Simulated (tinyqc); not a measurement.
From results back to parameters: tight-binding t2g bands of a cubic perovskite. Two cases, with inputs chosen for the exercise.

Problem. At Gamma the t2g levels lie at 0 and at (Dso + Dt)/2 -/+ sqrt((Dso + Dt)^2/4 - 2 Dso Dt/3), with Dso > 0 and here Dt < 0. The two levels other than 0 come from hidden values.

Case 1.

levels (eV): -0.112087  0.376087

Case 2.

levels (eV): -0.106385  0.240385

Find: Dso, Dt.

Solution. The sum of the two levels is Dso + Dt and their product 2 Dso Dt/3, so Dso and Dt are the roots of y^2 - S y + 3P/2 = 0; the positive one is Dso.

Case 1.

Dso, Dt (eV): 0.416  -0.152

Case 2.

Dso, Dt (eV): 0.274  -0.140

Computed by tinyqc, one run a case: `OMP_NUM_THREADS=1 python tinyqc.py N N+1 out.jsonl` with N = 1482695, 1482742; one thread of a shared Intel(R) Xeon(R) Processor @ 2.30GHz, about 0.01 s a run at most.
